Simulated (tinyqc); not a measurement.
MOSFET in saturation, small-signal circuit and noise: effect of the temperature on speed and noise.

Bias by the inversion coefficient IC = I/Ispec (charge-based model with velocity saturation; weak inversion below 0.1, strong above 10). Common-source circuit: gm, gds, Cgs, Cgd and Cj at the inner nodes, Rg in series with the gate; quasi-static, no source or drain resistance, no gate-body capacitance, no substrate network, no induced gate noise, so fmax is an upper estimate.

Ispec = 2 n mu Cox (W/L) Vt^2, lc = Ls/L, gms = [sqrt((lc IC + 1)^2 + 4 IC) - 1]/[2 + lc (lc IC + 1)], gm = gms Ispec/(n Vt), gds = sg gm. qs = [sqrt(1 + 4 IC) - 1]/2, Cgs = Cox W L qs (2 qs + 3)/(3 (qs + 1)^2) + Cov W, Cgd = Cov W, Cd = Cj W, Rg = Rsh (Wf/L)/(12 Nf) + Rc/W with Nf = W/Wf fingers (not rounded) contacted at both ends. fT = gm/(2 pi (Cgs + Cgd)), fmax = fT/(2 sqrt(Rg (gds + 2 pi fT Cgd))). Channel noise Sid = 4 kB T gam n gm with gam = (1/2 + (2/3) qs)/(1 + qs) + gw lc IC, qs = [sqrt(1 + 4 IC) - 1]/2, lc = Ls/L (the last term an empirical rise with velocity saturation); at the gate, white noise Sw = Sid/gm^2 + 4 kB T Rg. Number fluctuation with correlated mobility: S(f) = K/f, K = q^2 Vt lt Nt/(W L Cox^2) (1 + ac mu Cox I/gm)^2, Vt in eV with Nt per eV. Corner fc = K/Sw. IC is held fixed, and so are mu, n, Ls and Nt.

Values chosen for this exercise: gate length L = 130 nm; total gate width W = 20 um; gate capacitance Cox = 2.33 uF/cm^2; mobility mu = 330 cm^2/(V s); slope factor n = 1.28; velocity-saturation length Ls = 15 nm; ratio gds/gm sg = 0.035; overlap and fringe capacitance per side Cov = 0.22 fF/um; drain junction capacitance Cj = 0.57 fF/um; sheet resistance of the gate Rsh = 20 ohm; finger width Wf = 2 um; gate contact and vertical resistance Rc = 300 ohm um; inversion coefficient IC = 28; short-channel excess of the noise factor gw = 0.09; oxide trap density Nt = 1.6e18 cm^-3 eV^-1; tunnelling length into the oxide lt = 0.1 nm; Coulomb scattering coefficient ac = 10000 V s/C.

Constants: q = 1.602176634e-19 C, kB = 1.380649e-23 J/K, Vt = kB T/q. Results are converted to the units shown.

The same in every row: Rg (ohm) = 17.564.

Results:
```
T (K)  I (uA)  fT (GHz)  fmax (GHz)  sqrt(Sw) (nV/Hz^0.5)  fc (MHz)
100    629.65    30.053      106.71               0.93148    71.077
150    1416.7    45.079      130.69               0.95716    140.88
200    2518.6    60.105      150.91               0.98217    237.31
250    3935.3    75.132      168.72                1.0066    362.56
350    7713.2    105.18      199.63                1.0536    706.26
400     10074    120.21      213.41                1.0764    927.40
```

Estimate the missing row, T = 300 K.

Computed row:
```
T (K)  I (uA)  fT (GHz)  fmax (GHz)  sqrt(Sw) (nV/Hz^0.5)  fc (MHz)
300    5666.9    90.158      184.82                1.0304    518.39
```

With this row back in the table: As T goes from 100 to 400 K, fT rises from 30.1 to 120 GHz, fmax rises from 107 to 213 GHz, the white noise rises from 0.931 to 1.08 nV/Hz^0.5 and the corner rises from 71.1 to 927 MHz. At fixed IC and mobility the current goes as T^2 and gm as T, which is why fT rises; a real mobility would fall with T. For T = 100 to 150 K band tails and dopant freeze-out, left out here, change n and the noise.

Computed by the program tinyqc: `OMP_NUM_THREADS=1 python tinyqc.py 2150134 2150135 out.jsonl`, one thread of a shared Intel Xeon 2.30GHz, about 0.01 s for the whole run.
